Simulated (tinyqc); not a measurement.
From results back to parameters: five-level k.p model folded onto the conduction band. Three cases, with inputs chosen for the exercise.

Problem. The levels are known; the mass and the g factor at E = Eg are given. Find Ep and Ep2.

Second-order sums for the lowest conduction level at E: 1/m = 1 + Cm + (Ep/3)(2/E + 1/(E + Dso)) - (Ep2/3)(2/(E7 + D2 - E) + 1/(E7 - E)); g/2 = 1 + Cg - (Ep/3)(1/E - 1/(E + Dso)) - (Ep2/3)(1/(E7 - E) - 1/(E7 + D2 - E)). E is counted from the top of the valence band; E = Eg at the edge.

Case 1.

Values chosen (near those of GaSb; shifted at random, so the results belong to these values and not to a real crystal): Eg = 0.85 eV (gap at Gamma to the s-like level); Dso = 0.754 eV (spin-orbit splitting); E7 = 3.23 eV (upper Gamma7 conduction level, from the valence top); D2 = 0.32 eV (its spin-orbit splitting, Gamma8 above Gamma7); Cm = 2.1 (remote term in 1/m); Cg = 0 (remote term in g/2).

m = 0.03880804 m0
g = -7.627246

Case 2.

Values chosen (near those of ZnSe; shifted at random, so the results belong to these values and not to a real crystal): Eg = 2.803 eV (gap at Gamma to the s-like level); Dso = 0.403 eV (spin-orbit splitting); E7 = 7.24 eV (upper Gamma7 conduction level, from the valence top); D2 = 0.09 eV (its spin-orbit splitting, Gamma8 above Gamma7); Cm = -2.9 (remote term in 1/m); Cg = 0 (remote term in g/2).

m = 0.16712646 m0
g = 1.267828

Case 3.

Values chosen (near those of InP; shifted at random, so the results belong to these values and not to a real crystal): Eg = 1.437 eV (gap at Gamma to the s-like level); Dso = 0.107 eV (spin-orbit splitting); E7 = 4.8 eV (upper Gamma7 conduction level, from the valence top); D2 = 0.07 eV (its spin-orbit splitting, Gamma8 above Gamma7); Cm = -2 (remote term in 1/m); Cg = -0.02 (remote term in g/2).

m = 0.08003234 m0
g = 1.282376

Find: coefficients of (Ep, Ep2); right-hand sides 1/m - 1 - Cm and 1 + Cg - g/2; Ep, Ep2.

Solution. Both sums are linear in Ep and Ep2, so two equations fix them.

Case 1.

coefficients of (Ep, Ep2) (1/eV):
```
         1         2
1  0.99213  -0.38697
2  0.18434   0.01660
```

right-hand sides 1/m - 1 - Cm and 1 + Cg - g/2: 22.6679  4.8136

Ep, Ep2 (eV): 25.50  6.80

Case 2.

coefficients of (Ep, Ep2) (1/eV):
```
         1         2
1  0.34181  -0.22239
2  0.01495   0.00149
```

right-hand sides 1/m - 1 - Cm and 1 + Cg - g/2: 7.8835  0.3661

Ep, Ep2 (eV): 24.30  1.90

Case 3.

coefficients of (Ep, Ep2) (1/eV):
```
         1         2
1  0.67982  -0.29331
2  0.01608   0.00202
```

right-hand sides 1/m - 1 - Cm and 1 + Cg - g/2: 13.4949  0.3388

Ep, Ep2 (eV): 20.80  2.20

Computed by tinyqc, one run a case: `OMP_NUM_THREADS=1 python tinyqc.py N N+1 out.jsonl` with N = 1080717, 1080721, 1080729; one thread of a shared Intel(R) Xeon(R) Processor @ 2.30GHz, about 0.01 s a run at most.
